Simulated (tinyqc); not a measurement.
MOS inversion layer, Poisson-Schroedinger loop: effect of the temperature.

Electrons confined at an insulator interface at z = 0, treated as a hard wall; parabolic valleys, Hartree approximation, no image or exchange terms. The depletion charge lies far deeper than the electrons and gives a uniform field q Nd/(eps0 eps_r); the gate balances all charge. Energies are counted from the band edge at the interface.

Schroedinger equation -(C/mz) psi'' + (V0 + U + dE for set B) psi = E psi, C = hbar^2/(2 m0), psi(0) = 0, on a uniform mesh of 800 nodes with a far wall at 54 nm, 8 levels a set; V0 = q Nd z/(eps0 eps_r); dU/dz = q (Ns - integral of n from 0 to z)/(eps0 eps_r), U(0) = 0; N_k = g md m0 q Vt/(pi hbar^2) ln(1 + exp((EF - E_k)/Vt)), g the number of valleys of the set, sum N_k = Ns. Triangular well: E_k = a_k (C F^2/mz)^(1/3), a_1 = 2.338107, a_2 = 4.087949, C = hbar^2/(2 m0), F in eV/nm. Fang-Howard (all electrons in the lowest level of set A): b^3 = 6 (mz1/C) q (Nd + 11 Ns/32)/(eps0 eps_r), centroid 3/b, level C b^2/(4 mz1) + (3/b) q (Nd + 11 Ns/16)/(eps0 eps_r). The centroid adds 3.9 z_av/eps_r to an oxide-equivalent thickness.

Values chosen for this exercise; masses and permittivity close to those of silicon (100): relative permittivity eps_r = 11.8; mass along z of valley set A (2 valley(s)) mz1 = 0.907 m0; in-plane density-of-states mass of set A md1 = 0.188 m0; mass along z of valley set B (4 valley(s)) mz2 = 0.19 m0; in-plane density-of-states mass of set B md2 = 0.425 m0; sheet density of electrons Ns = 6.5e11 cm^-2; sheet density of depletion charge Nd = 4.1e11 cm^-2; extra shift of set B (strain) dE = 0 eV.

Constants: q = 1.602176634e-19 C, kB = 1.380649e-23 J/K, hbar = 1.054571817e-34 J s, m0 = 9.1093837015e-31 kg, Vt = kB T/q, eps0 = 8.8541878128e-14 F/cm where lengths are in cm, hbar^2/(2 m0) = 0.0380998212 eV nm^2. Results are converted to the units shown.

The same in every row: Fang-Howard centroid (nm) = 2.69.

Effect of the temperature:
```
T (K)  A1 (meV)  B1 (meV)  EF (meV)  share of A1 (%)  share of set A (%)  centroid z_av (nm)  added oxide equivalent (nm)
20         47.0      69.8      51.0              100                 100                2.52                        0.834
50         47.1      70.2      48.9             96.0                96.6                2.60                        0.859
77         47.5      71.4      45.0             83.7                86.4                2.83                        0.936
120        48.2      73.4      35.5             64.0                70.6                3.24                         1.07
200        49.0      75.9      10.1             41.5                53.9                3.92                         1.29
300        49.5      77.7     -30.3             27.8                44.7                4.69                         1.55
400        49.9      78.9     -77.1             20.7                40.0                5.42                         1.79
500        50.1      79.8      -128             16.4                37.0                6.07                         2.01
```

Read the table: what changes, and by how much?

As T goes from 20 to 500, A1 rises from 47.0 to 50.1 meV, the share of A1 falls from 100 to 16.4 % and the centroid rises from 2.52 to 6.07 nm. EF lies more than 2 meV above A1 for T = 20. The Fang-Howard centroid is 6.7 % above the full one in the first row, where A1 holds 100 %, and 56 % below it in the last, where A1 holds 16.4 %. For T = 400, 500 the eighth level of a set still holds over 0.4 % of the electrons, so more levels and a farther wall would raise the centroid.

tinyqc, about 0.8 s, one thread, Intel Xeon 2.30GHz (shared host): `OMP_NUM_THREADS=1 python tinyqc.py 2160125 2160126 out.jsonl`
